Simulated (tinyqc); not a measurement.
Arrhenius plot from several rate windows.

Emission rate en = sn vth(T) Nc(T) exp(-Et/kB T) = sn g T^2 exp(-Et/kB T), g = vth Nc/(300 K)^2, as vth goes as T^0.5 and Nc as T^1.5 (degeneracy factor 1). Each window ew gives the temperature where en = ew.

Parameters, values chosen for the exercise; material values close to those of indium phosphide:
```
symbol,value,unit,meaning
Nc,5.81e17,cm^-3,conduction-band density of states at 300 K
vth,4.2e7,cm/s,thermal velocity at 300 K
Et,0.35,eV,depth of the trap below the conduction edge
sn,3.9e-16,cm^2,capture cross-section
```

Constants: q = 1.602176634e-19 C, kB = 1.380649e-23 J/K. Results are converted to the units shown.

Result of one run:

| T peak (K) | q/kB T (1/eV) | ln(ew/T^2) | ln ew |
|---|---|---|---|
| 188.7 | 61.48 | -9.950 | 0.5306 |

Which rate window ew gave this result: 1.7, 5.1, 140, 1300 or 3900 1/s?

ew = 1.7 1/s.

The whole series:

| ew (1/s) | T peak (K) | q/kB T (1/eV) | ln(ew/T^2) | ln ew |
|---|---|---|---|---|
| 1.7 | 188.7 | 61.48 | -9.950 | 0.5306 |
| 5.1 | 198.0 | 58.62 | -8.947 | 1.629 |
| 15 | 207.9 | 55.81 | -7.966 | 2.708 |
| 47 | 219.5 | 52.86 | -6.933 | 3.850 |
| 140 | 231.8 | 50.05 | -5.950 | 4.942 |
| 430 | 245.9 | 47.19 | -4.946 | 6.064 |
| 1300 | 261.5 | 44.38 | -3.963 | 7.170 |
| 3900 | 278.9 | 41.61 | -2.993 | 8.269 |

The peak rises from 189 to 279 K. ln(ew/T^2) against q/kB T is a straight line of slope -0.3500 eV, the trap depth. Its intercept gives sn = 3.90e-16 cm^2. Leaving out the T^2 gives 0.3893 eV, too high by about 2 kB T.

Numbers from tinyqc (`OMP_NUM_THREADS=1 python tinyqc.py 2050133 2050134 out.jsonl`; about 0.01 s on one thread of a shared Intel Xeon 2.30GHz).
